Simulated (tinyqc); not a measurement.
# Long-channel MOSFET, surface-potential model, step by step

Program tinyqc, `OMP_NUM_THREADS=1 python tinyqc.py 2360067 2360068 out.jsonl`; Intel Xeon 2.30GHz, shared host, one thread, about 0.05 s. Printed values are rounded.

n-channel transistor on a uniformly doped p-type body, gradual-channel approximation, constant mobility, Boltzmann statistics, full ionisation. Potentials are counted from the neutral body; V is the electron quasi-Fermi potential, Vsb at the source and Vsb + Vds at the drain. Charges are magnitudes per area.

Parameters, values chosen for the exercise; material values those of a made-up semiconductor:
```
symbol    value        unit                                      meaning
T           250           K                                  temperature
Eg            1          eV                                     band gap
eps_r      10.7               relative permittivity of the semiconductor
Nc      1.98e19       cm^-3       conduction-band density of states at T
Nv      2.15e19       cm^-3          valence-band density of states at T
Na       3.5e17       cm^-3                 acceptor density of the body
eox        22.9              relative permittivity of the gate insulator
tox          12          nm                          insulator thickness
Vfb       -0.62           V                            flat-band voltage
mu          200  cm^2/(V s)                             channel mobility
W             5          um                                   gate width
L             5          um                                  gate length
Vsb         0.3           V                     source-body reverse bias
Vgs        0.34           V                          gate-source voltage
Vds        0.05           V                         drain-source voltage
```

Constants: q = 1.602176634e-19 C, kB = 1.380649e-23 J/K, Vt = kB T/q, eps0 = 8.8541878128e-14 F/cm where lengths are in cm. Results are converted to the units shown.

## Body potential, insulator capacitance and body factor

ni = sqrt(Nc Nv) exp(-Eg/(2 Vt)), Eg in volts; phiF = Vt ln(Na/ni); Cox = eps0 eox/tox; gamma = sqrt(2 q eps0 eps_r Na)/Cox. VT = Vfb + 2 phiF + gamma sqrt(2 phiF + Vsb), m = 1 + gamma/(2 sqrt(2 phiF + Vsb)).

ni = 1.717890e9 cm^-3
phiF = 0.4121745 V
Cox = 1.689674 uF/cm^2
gamma = 0.1929157 V^0.5
VT = 0.4089078 V
m = 1.090968

## Iteration 1: surface potential at the source by Newton steps

psi at the start (the smaller of 2 phiF + Vsb + 4 Vt and the root without inversion charge) = 1.063120 V

With V = Vsb: G = psi - Vt + Vt e, e = exp((psi - 2 phiF - Vsb)/Vt); f = Vgs + Vsb - Vfb - psi - gamma sqrt(G); f' = -1 - gamma (1 + e)/(2 sqrt(G)); psi(new) = psi - f/f'.

G = 1.042833 V
f = -1.238974e-4 V
f' = -1.099963
psi after iteration 1 = 1.063007 V

## Iteration 2: surface potential at the source by Newton steps

As before.

G = 1.042713 V
f = -1.297042e-9 V
f' = -1.099940
psi after iteration 2 = 1.063007 V

## Course of the iteration: surface potential at the source by Newton steps

Stop when psi changes by less than 1e-10 V, or after 40 iterations.

Course of the iteration:
```
iteration   psi (V)  |change| (V)
1          1.063007       1.13e-4
2          1.063007       1.18e-9
3          1.063007             0
```

Converged in 3 iterations. The change falls from 1.1e-4 in the first iteration to below the tolerance in the last.

## Charges and current of the charge-sheet model

psi_0 = 1.063007 V
psi_L = 1.063105 V

psi_0 and psi_L solve Vgs + Vsb - Vfb - psi = gamma sqrt(G) at V = Vsb and Vsb + Vds. Qi = Cox gamma [sqrt(G) - sqrt(psi - Vt)], G = psi - Vt + Vt exp((psi - 2 phiF - V)/Vt), at both ends. With U = Vgs + Vsb - Vfb: drift = mu (W/L) Cox [U (psi_L - psi_0) - (psi_L^2 - psi_0^2)/2 - (2/3) gamma ((psi_L - Vt)^1.5 - (psi_0 - Vt)^1.5)]; diffusion = mu (W/L) Vt (Qi0 - QiL).

Qi0 = 0.1994836 nC/cm^2
QiL = 0.01967926 nC/cm^2
drift current = 2.130796e-6 uA
diffusion current = 7.747171e-4 uA
drain current = 7.768479e-4 uA

Drift carries 0.274 % of the current.

## Inversion charge along the channel

V, point 0 to 10 (V): [0.3, 0.305, 0.31, 0.315, 0.32, 0.325, 0.33, 0.335, 0.34, 0.345, 0.35]

The surface potential psi at channel potential V solves Vgs + Vsb - Vfb - psi = gamma sqrt(G), G = psi - Vt + Vt exp((psi - 2 phiF - V)/Vt). Charge sheet: Qi = Cox gamma [sqrt(G) - sqrt(psi - Vt)]. Pao-Sah: Qi = (Cox gamma/2) integral from 3 Vt to psi of exp((u - 2 phiF - V)/Vt)/sqrt(G(u, V)) du.

```
point   psi (V)  Qi, charge sheet (nC/cm^2)  Qi, Pao-Sah (nC/cm^2)
0      1.063007                   0.1994836              0.2016141
1      1.063030                   0.1583370              0.1600281
2      1.063047                   0.1256495              0.1269915
3      1.063061                  0.09969244              0.1007572
4      1.063072                  0.07908651             0.07993118
5      1.063081                  0.06273269             0.06340270
6      1.063088                  0.04975616             0.05028757
7      1.063094                  0.03946109             0.03988255
8      1.063098                  0.03129442             0.03162866
9      1.063102                  0.02481678             0.02508184
10     1.063105                  0.01967926             0.01988944
```

At the source the charge-sheet charge is 1.1 % below the Pao-Sah one.

## Pao-Sah current by Simpson's rule

I = mu (W/L) integral of Qi dV; Simpson's rule on the 11 points, step Vds/10, weights 1, 4, 2, ..., 4, 1 times step/3.

Pao-Sah current = 7.852636e-4 uA

Gauss-Legendre quadrature on many points gives 7.853e-4 uA, so this value is within 0.01 % of it; the charge-sheet current, 7.768e-4 uA, is 1.1 % below it.
